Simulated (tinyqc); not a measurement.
Comparisons within one model: Wannier functions of a composite (isolated) pair of valence bands (bonds of an sp chain). A value that a table varies takes the place of the one given here.

Each atom has a hybrid pointing left (<) and right (>). H(k): diagonal +V3 on A, -V3 on B; <A<|A>> = -V1a, <B<|B>> = -V1b, <A>|B<> = -V2, <B>|A<> = -V2p exp(ik); k in 1/a, Bloch sums with exp(ikR). The two lowest bands are filled. Trial functions in cell 0: g1 = cos(c) A> + sin(c) B<, and g2 = sin(c) B> + cos(c) A< of cell 1, whose Bloch vector has cos(c) exp(-ik) on A<. Projection A_mn = <psi_m|g_n>, S = A^+ A, Loewdin U = A S^(-1/2), Bloch-like states w_n = sum_m psi_m U_mn, H_W(k) = U^+ diag(E) U. P = sum_m |psi_m><psi_m| is free of phase choices, and S = g^+ P g, w = P g S^(-1/2).

Values chosen for the exercise:
- V2 = 4.76 eV (coupling in the bond A-B inside the cell)
- V2p = 4.45 eV (coupling in the bond to the next cell)
- V1a = 1.5 eV (coupling of the two hybrids on A)
- V1b = 1.23 eV (the same on B)
- V3 = 2.14 eV (A at +V3, B at -V3)
- xb = 0.41 a (position of B (A at 0))
- c = 65 degrees (trial bonds cos(c) on A, sin(c) on B)

## Choice of the trial bonds

N = 12; centres and spreads in real space with point-like hybrids at R and R + xb; smallest eigenvalue of S over the mesh.

Trial angle:
```
c (deg)  smallest S  centre 1 (a)  centre 2 (a)  sum of centres  total spread (a^2)  H_12(R = 0), mean over k (eV)
15            0.436        0.2860        0.5816          0.8677              0.1114                        -0.8689
30            0.693        0.2860        0.5816          0.8677              0.1112                        -0.8662
45            0.898        0.2860        0.5816          0.8677              0.1111                        -0.8641
55            0.977        0.2860        0.5816          0.8677              0.1111                        -0.8628
65            0.931        0.2860        0.5816          0.8677              0.1111                        -0.8615
75            0.818        0.2860        0.5816          0.8677              0.1111                        -0.8601
85            0.667        0.2860        0.5816          0.8677              0.1111                        -0.8586
```

The sum of the centres stays at 0.8677 a within 0.0000: it gives the electronic polarisation, modulo a, and is fixed by the filled space. Single centres move by less than 0.0001 a here and H_12(0), a matter of gauge, moves by 10 meV. The total spread runs only from 0.1111 to 0.1114 a^2, so the orthogonalisation repairs even poor trials; the projection is best at c = 55 degrees among these rows, and the two bonds, isolated, have c = 57 and 58.

## Interpolating the pair or each band alone

Largest error on 25 points from 0 to pi. Pair: diagonalise the Hermitian part of sum_R exp(ikR) H(R) over the N cells nearest the origin, with H(R) the mean of exp(-ikR) H_W(k) on the mesh k = 2 pi j/N. Alone: the cosine series of each sorted band on the same mesh.

Errors (meV):
```
N       pair  each band alone
3   10.80511        120.09882
4    1.82559         23.78211
5    0.32053         31.99537
6    0.04959          6.43249
8    0.00204          2.37042
10   0.00009          0.91029
14   0.00000          0.13471
```

smallest spacing of the two filled bands = 0.8939 eV

At N = 6 the pair errs by 0.050 meV and the single bands by 6.4; at N = 10, 8.5e-05 against 0.91. Both fall exponentially: the pair at a rate tied to the gap to the empty bands (7.42 eV), the single bands at a slower one tied to their own spacing (0.894 eV at the closest). Not every column falls at every step, since even meshes hold k = pi and odd ones do not.

## What each parameter does

N = 12: centres, total spread (point-like hybrids at R and R + xb) and H_12(0). Each row changes one parameter from the base and keeps the others.

Results:
```
case           centre 1 (a)  centre 2 (a)  total spread (a^2)  H_12(0) (eV)
base                 0.2860        0.5816              0.1111       -0.8615
V2 = 5.16 eV         0.2806        0.5812              0.1116       -0.8534
V2p = 4.85 eV        0.2864        0.5902              0.1128       -0.8534
V1a = 1.7 eV         0.2850        0.5829              0.1120       -0.8583
V1b = 1.43 eV        0.2862        0.5816              0.1119       -1.0009
V3 = 2.54 eV         0.2985        0.5632              0.1035       -0.9004
xb = 0.46 a          0.3208        0.6170              0.1086       -0.8615
```

The largest shifts from the base row, up to three for each result and ties (the steps differ in size, so this ranks the rows, not the parameters). centre 1 (a): xb +0.0348, V3 +0.0125, V2 -0.0054. centre 2 (a): xb +0.0354, V3 -0.0185, V2p +0.0085; unchanged at the printed digits by V1b. total spread (a^2): V3 -0.0076, xb -0.0025, V2p +0.0018. H_12(0) (eV): V1b -0.1394, V3 -0.0389, V2p +0.0081, V2 +0.0081; unchanged at the printed digits by xb.

(tinyqc, `OMP_NUM_THREADS=1 python tinyqc.py 1480512 1480513 out.jsonl`, Intel(R) Xeon(R) Processor @ 2.30GHz, 1 thread, shared host, about 0.2 s.)
